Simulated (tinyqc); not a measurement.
# Charge-trap memory cell, step by step

Numbers from tinyqc (`OMP_NUM_THREADS=1 python tinyqc.py 2130097 2130098 out.jsonl`; about 0.07 s on one thread of a shared Intel Xeon 2.30GHz). Printed values are rounded.

Channel, tunnel oxide, storage layer, blocking layer, gate. N electrons per area sit in a sheet at the centroid and shift the threshold by U = (q/eps0) N (tb/eb + xc tn/en). EOT = t1 + 3.9 (tn/en + tb/eb); tunnel field F = (Vg - U)/EOT; dN/dt = eta (J/q)(1 - N/Nm). Fowler-Nordheim: J = A F^2 exp(-B/F), A = q^2/(16 pi^2 hbar mo phi) (times 1e14 for A/cm^2 with F in V/nm, emitter mass m0), B = (4/3) sqrt(mo/C) phi^1.5, C = hbar^2/(2 m0).

Parameters, values chosen for the exercise; oxide values close to those of silicon dioxide, storage layer close to silicon nitride, blocking layer close to aluminium oxide: tunnel barrier phi = 3.19 eV; tunnelling mass mo = 0.41 m0; tunnel oxide (permittivity 3.9) t1 = 5.3 nm; storage layer tn = 5.7 nm; its relative permittivity en = 7.5; blocking layer tb = 9 nm; its relative permittivity eb = 9; charge centroid, share of tn counted from the blocking side xc = 0.66; capture efficiency of an empty layer eta = 0.48; trap density Nm = 6.9e12 cm^-2; gate voltage less flat band and surface potential Vg = 13.5 V; first time step d0 = 1.8e-6 s; growth of the step gr = 2; steps n = 11.

Constants: q = 1.602176634e-19 C, hbar = 1.054571817e-34 J s, m0 = 9.1093837015e-31 kg, eps0 = 8.8541878128e-14 F/cm where lengths are in cm, hbar^2/(2 m0) = 0.0380998212 eV nm^2. Results are converted to the units shown.

Range of the model: The Fowler-Nordheim form needs F t1 above phi; trap-assisted paths and leakage through the blocking layer are left out.

## Constants of the stack

EOT, the shift for 1e12 electrons per cm^2, the shift with all traps full, and the starting field, current and rate.

EOT = 12.1640 nm
shift for 1e12 cm^-2 = 0.271716 V
shift with all traps full = 1.87484 V
F(0) = 1.10983 V/nm
J(0) = 0.0257113 A/cm^2
dN/dt at the start = 7.70290e16 cm^-2 s^-1

## Midpoint steps of growing length

N(half) = N + (d/2) r(N), N(new) = N + d r(N(half)), r = dN/dt; the step starts at d0 and is multiplied by gr each time. Field in the blocking layer (3.9 F + q N/eps0)/eb.

```
step       t (s)   N (cm^-2)    U (V)  F (V/nm)  blocking field (V/nm)
0              0           0  0.00000   1.10983               0.480927
1         1.8e-6  1.32649e11  0.03604   1.10687               0.482310
2         5.4e-6  3.67295e11  0.09980   1.10163               0.484757
3        1.26e-5  7.46355e11  0.20280   1.09316               0.488709
4         2.7e-5  1.28737e12  0.34980   1.08108               0.494349
5        5.58e-5  1.96217e12  0.53315   1.06600               0.501385
6      0.0001134  2.71276e12  0.73710   1.04924               0.509211
7      0.0002286  3.48223e12  0.94618   1.03205               0.517233
8       0.000459  4.22686e12  1.14851   1.01541               0.524997
9      0.0009198  4.91212e12  1.33470   1.00011               0.532141
10    0.00184140  5.50384e12  1.49548   0.98689               0.538310
11    0.00368460  5.95622e12  1.61840   0.97678               0.543027
```

A converged integration gives U = 1.728 V at the last time; the steps are 6.4 % below that. The tunnel field falls by 12.0 % while the blocking field rises by 12.9 %.
